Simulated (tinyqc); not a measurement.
Worked calculation: size effects in the resistivity of thin metal films and interconnect lines. Computed by tinyqc, a small Python program that keeps every step. Command: `OMP_NUM_THREADS=1 python tinyqc.py 3028517 3028518 out.jsonl size walk`. One thread of a shared host (Intel(R) Xeon(R) Processor @ 2.30GHz), about 0.01 s of CPU time with the checks. Intermediate numbers are printed to about 5 digits and carried at full precision; extremes and crossings named in words are read from the listed rows.

Electrons lose their drift at surfaces (a share 1 - p of the hits) and at grain boundaries (reflection R), besides bulk scattering.

Inputs (values chosen for the exercise, modelled on ruthenium):
```
quantity                     value         unit
bulk resistivity rho_b         7.7  microohm cm
bulk mean free path lambda    6.77           nm
specularity p                    0            -
grain-boundary reflection R   0.28            -
film thickness h               4.1           nm
grain size over thickness      2.8            -
```

Geometry: film.

## Grain size

D = (ratio) h.

grain size D = 11.48 nm

## Grain boundaries

Mayadas-Shatzkes: alpha = (lambda/D) R/(1 - R); rho_b/rho = 1 - 3 alpha/2 + 3 alpha^2 - 3 alpha^3 ln(1 + 1/alpha).

alpha = 0.22934

rho/rho_b from grains = 1.3280

The linear estimate 1 + 3 alpha/2 gives 1.344, within 2 %.

## Surfaces

Fuchs-Sondheimer film: rho_b/rho = 1 - (3/(2 kappa))(1 - p) int_0^1 (s - s^3)(1 - exp(-kappa/s))/(1 - p exp(-kappa/s)) ds, f = rho/rho_b, kappa = thickness/lambda, 80 Gauss-Legendre points.

kappa = h/lambda = 0.60561

rho/rho_b from surfaces = 1.7627

The thick-film form 1 + 3 (1 - p)/(8 kappa) gives 1.619, a deviation of -8.1 %.

## Resistivity of the film

Both together (Mayadas-Shatzkes film): rho_b/rho = (rho_b/rho of the grains alone) - (6/(pi kappa))(1 - p) int_0^(pi/2) dphi int_0^1 ds (cos^2 phi/H^2)(s - s^3)(1 - exp(-kappa H/s))/(1 - p exp(-kappa H/s)), H = 1 + alpha/(cos phi sqrt(1 - s^2)), 40 x 80 Gauss-Legendre points. Sheet resistance rho/h; additive estimate rho_b (f_surface + f_grain - 1).

resistivity rho = 15.938 microohm cm

sheet resistance = 38.874 ohm

additive estimate = 16.098 microohm cm

error of the additive estimate = 1.0017 %

Adding the two excesses (Matthiessen's rule) is 1.0 % high.

## Exact and approximate surface terms

Thick-film form 1 + 3 (1 - p)/(8 kappa); thin-film form (4/3)((1 - p)/(1 + p))/(kappa ln(1/kappa)).

Rho/rho_b:
```
kappa      h (nm)   exact  thick-film form  thin-film form
0.01   6.7700e-02  26.484          38.5000          28.953
0.02   1.3540e-01  15.333          19.7500          17.041
0.05   3.3850e-01   7.728           8.5000           8.902
0.1    6.7700e-01   4.782           4.7500           5.791
0.2    1.3540e+00   3.096           2.8750           4.142
0.5    3.3850e+00   1.916           1.7500               -
1      6.7700e+00   1.462           1.3750               -
2      1.3540e+01   1.221           1.1875               -
5      3.3850e+01   1.081           1.0750               -
10     6.7700e+01   1.039           1.0375               -
```

The thick-film form is within 5 % down to kappa = 2; at kappa = 0.01 it is 1.45 times the exact value and the thin-film form 1.09 times. The resistivity doubles between 1.35 and 3.38 nm. Rows thinner than about 5 nm only illustrate the formulas. Caution: below about 5 nm roughness, discontinuity and quantum confinement take over from this semiclassical model.

Checks made by the program: grain-boundary formula against its angular integral 3 int_0^1 c^3/(c + alpha) dc (relative difference below 1e-10); combined formula at alpha -> 0 against Fuchs-Sondheimer (relative difference 8e-08).
